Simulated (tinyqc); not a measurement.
Inside a calculation. Model: Cahn-Hilliard equation on a periodic one-dimensional grid. Computed by tinyqc, a small Python program that keeps every step. Command: `OMP_NUM_THREADS=1 python tinyqc.py 3024677 3024678 out.jsonl cahn walk`. One thread of a shared host (Intel(R) Xeon(R) Processor @ 2.30GHz), about 0.04 s of CPU time with the checks. Intermediate numbers are printed to about 6 digits and carried at full precision; extremes and crossings named in words are read from the listed rows.

Free energy F = h sum_j [A (c_j^2 - 1)^2/4 + (kappa/2) ((c_(j+1) - c_j)/h)^2]; dc/dt = Lap(mu), mu = A (c^3 - c) - kappa Lap(c), Lap(y)_j = (y_(j+1) - 2 y_j + y_(j-1))/h^2, mobility 1; the grid has n = 12 points.

Inputs (values chosen for the exercise, in reduced units):
```
quantity                     value  unit
spacing h                      1.2     -
well depth A                   1.2     -
gradient coefficient kappa     1.4     -
mean composition c0         0.0038     -
noise amplitude               0.02     -
time step dt                 0.086     -
end time                        60     -
```

Scheme: explicit Euler.

## Linear stability

f'' = A (3 c0^2 - 1). Mode m has lambda_m = (4/h^2) sin^2(pi m/n) and the rate w_m = -lambda_m (f'' + kappa lambda_m). In the continuum the fastest wavelength is 2 pi sqrt(2 kappa/|f''|) with the rate f''^2/(4 kappa). Explicit steps near c = +-1, where f'' = 2A, are stable for dt < 2/(16 kappa/h^4 + 8 A/h^2).

f'' = -1.19995

Modes of the grid:
```
m  lambda_m       w_m
1   0.18608   0.17481
2   0.69444   0.15814
3   1.38889  -1.03402
4   2.08333  -3.57650
5   2.59170  -6.29378
6   2.77778  -7.46928
```

fastest wavelength = 9.59793

largest rate = 0.257121

explicit limit of dt = 0.114488

2 mode(s) grow; the fastest on the grid is m = 1, while the box holds 1.50 fastest wavelengths. dt is 0.75 of the explicit limit.

## The first step

random numbers: -0.460  0.580  0.612  0.625  -0.234  -0.092  -0.822  0.366  0.179  -0.433  0.584  0.747

Start: c_j = c0 + amplitude x (z_j - mean of z). c(new) = c + dt Lap(mu).

c at the start: -0.0081533  0.0126467  0.0132867  0.0135467  -0.0036333  -0.0007933  -0.0153933  0.0083667  0.0046267  -0.0076133  0.0127267  0.0159867

mu at the start: -0.0339083  0.0044264  -0.0155717  0.0007025  -0.0151039  0.0179076  -0.0188268  0.0166968  0.0027120  -0.0225395  0.0013360  0.0074598

c after one step: -0.0033933  0.0091629  0.0154529  0.0116307  -0.0007178  -0.0049587  -0.0110779  0.0054099  0.0039538  -0.0046794  0.0116665  0.0131503

F at the start = 4.32056

F after one step = 4.32005

## The run

Run to the end time; break off if |c| exceeds 3 or F has risen by more than 1e-9 in more than 30 steps. Domains = stretches with c > c0.

Course:
```
step       t        F      min c     max c  domains
0      0.000  4.32056  -0.015393  0.015987        3
14     1.204  4.31964  -0.008323  0.014712        1
35     3.010  4.31943  -0.013411  0.017515        1
70     6.020  4.31861  -0.024850  0.026212        1
105    9.030  4.31632  -0.043580  0.040704        1
140   12.040  4.30991  -0.074396  0.064472        1
209   17.974  4.24654  -0.200271  0.161312        1
279   23.994  3.86865  -0.451389  0.357132        1
384   33.024  2.50263  -0.836773  0.832299        1
489   42.054  2.37970  -0.947105  0.948939        1
593   50.998  2.37895  -0.953153  0.955074        1
698   60.028  2.37875  -0.953002  0.954959        1
```

c at the end: 0.954959  0.949087  0.827564  0.386399  -0.457039  -0.850906  -0.953002  -0.946918  -0.821622  -0.370055  0.471275  0.855859

F at the end = 2.37875

steps in which F rose = 0

F never rises by more than 1e-9 in a step. The count of domains goes from 3 in the noise to 1 at the end, and c spans -0.953 to 0.955.

## Interfaces

Continuum wall between c = -1 and +1: c = tanh(x/w), w = sqrt(2 kappa/A), energy s = (2/3) sqrt(2 kappa A). With two walls per domain, the estimate of F at the end is 2 x domains x s. Volume fraction of the +1 phase by the lever rule: (1 + c0)/2.

wall half width w = 1.52753

wall energy s = 1.22202

estimate of F = 2.44404

volume fraction = 0.5019

w/h = 1.27294

The run ends at F = 2.3787, 0.97 of the estimate: the walls are well formed.

Checks made by the program: conservation of the mean (relative difference below 1e-10).
